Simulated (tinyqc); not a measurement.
Elastic strain and critical thickness of a cubic alloy layer A(1-x)B(x) on a thick substrate: one step, computed by the program tinyqc.

Strain is positive in tension. The layer is coherent with the substrate unless said otherwise.

Problem. Symmetric X-ray reflection. Reflection 004: d = a_perp/sqrt(16), with a_perp = a (1 + e_perp) for the coherent layer, a for the relaxed layer and a_S for the substrate; sin(theta) = lambda/(2 d).

Inputs (values chosen for the exercise, modelled on Ge(1-x)Si(x) on Ge): substrate lattice constant a_S = 5.658 angstrom; X-ray wavelength = 1.540593 angstrom.

Growth plane: (001).

free lattice constant a = 5.54223 angstrom

normal strain e_perp = -0.01611303

Give: Bragg angles; peak separation of the coherent layer.

Solution.

Bragg angles:
```
crystal         a_perp (angstrom)  theta (degrees)  from substrate (arcsec)
substrate                   5.658            33.00                        0
coherent layer              5.453            34.41                     5078
relaxed layer               5.542            33.78                     2810
```

peak separation of the coherent layer = 5078 arcsec

Caution: above about 2 % misfit, linear elasticity is rough and compressed layers tend to form islands before dislocations.
